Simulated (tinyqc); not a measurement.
A spin-degenerate level with charging energy between two leads, rate equations: effect of unequal tunnel rates.

States 0, up, down and 2 with energies 0, e1 - Ez/2, e1 + Ez/2 and 2 e1 + U. mu_L = +V/2, mu_R = -V/2 (meV), f(x) = 1/(1 + exp(x/kB T)). A transition that adds one electron of given spin at the energy E has the rate G f(E - mu) from each lead, and its reverse G [1 - f(E - mu)]. I counts electrons leaving the left lead, times q.

Here e1 = 1.625 meV, Ez = 0 and V = +/- 9.75 mV, so that only the 0-1 transitions lie in the window. Transition energies: 0-up e1 - Ez/2, 0-down e1 + Ez/2, up-2 e1 + U + Ez/2, down-2 e1 + U - Ez/2. dp/dt = W p; W_ji is the rate from state i to j, and each column sums to zero. Steady state: W p = 0 with sum p = 1. I = q GL sum over transitions i-j of [fL p_i - (1 - fL) p_j].

Values chosen for this exercise: charging energy of the second electron U = 6.5 meV; tunnel rate to the left lead GL = 0.051 1/ns; temperature T = 4.4 K.

Constants: q = 1.602176634e-19 C, kB = 1.380649e-23 J/K, Vt = kB T/q. Results are converted to the units shown.

Effect of unequal tunnel rates:

| GR (1/ns) | I at +V (pA) | I at -V (pA) | \|I(+V)/I(-V)\| | (GL + 2 GR)/(2 GL + GR) |
|---|---|---|---|---|
| 0.0034 | 0.5272 | -0.9611 | 0.5485 | 0.5484 |
| 0.0087 | 1.284 | -2.078 | 0.6180 | 0.6179 |
| 0.022 | 2.899 | -3.784 | 0.7662 | 0.7661 |
| 0.056 | 5.792 | -5.614 | 1.032 | 1.032 |
| 0.14 | 9.453 | -6.912 | 1.368 | 1.368 |
| 0.36 | 12.73 | -7.631 | 1.669 | 1.669 |
| 0.93 | 14.72 | -7.953 | 1.851 | 1.852 |

Read the table: what changes, and by how much?

The ratio of the two currents rises from 0.548 to 1.85 and differs from the last column by at most 0.017 %. An empty dot can be filled with either spin but a filled one empties in one way, so I = 2 q G_in G_out/(2 G_in + G_out): the current is larger when the slower junction is the entrance.

Range of the model: Rate equations need hbar G well below kB T; cotunnelling and the Kondo effect are left out.

Program tinyqc, `OMP_NUM_THREADS=1 python tinyqc.py 2780117 2780118 out.jsonl`; Intel Xeon 2.30GHz, shared host, one thread, about 0.01 s.
